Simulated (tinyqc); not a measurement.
Inside a calculation. Method: plane-wave Kohn-Sham cycle with exchange-only LDA in a layered model solid. One step of it, computed by the program tinyqc.

Task: Iteration 1: Hamiltonian at one k. H(m,m') = (k + G_m)^2/2 delta + V(G_m - G_m'), with V(-G) = V(G).

A solid whose potential varies along x alone (atomic units):
```
parameter                      value
period a                   16.100000
cross-section of the cell  31.000000
electrons per cell                 2
grid points                       16
plane waves -n..n, n               2
k points                           3
V1 in V1 cos(2 pi x/a)     -0.170000
V2 in V2 cos(4 pi x/a)     -0.020000
```

V(G_m), m = 0, 1, 2, ... (hartree): [-0.156412, -0.085000, -0.010000, 0.000000, 0.000000]

k = 0.000000 2 pi / a

Give: H.

Result:

H (hartree), order -2, -1, +0, +1, +2:
```
[[0.148, -0.085, -0.010, 0.000, 0.000],
 [-0.085, -0.080, -0.085, -0.010, 0.000],
 [-0.010, -0.085, -0.156, -0.085, -0.010],
 [0.000, -0.010, -0.085, -0.080, -0.085],
 [0.000, 0.000, -0.010, -0.085, 0.148]]
```
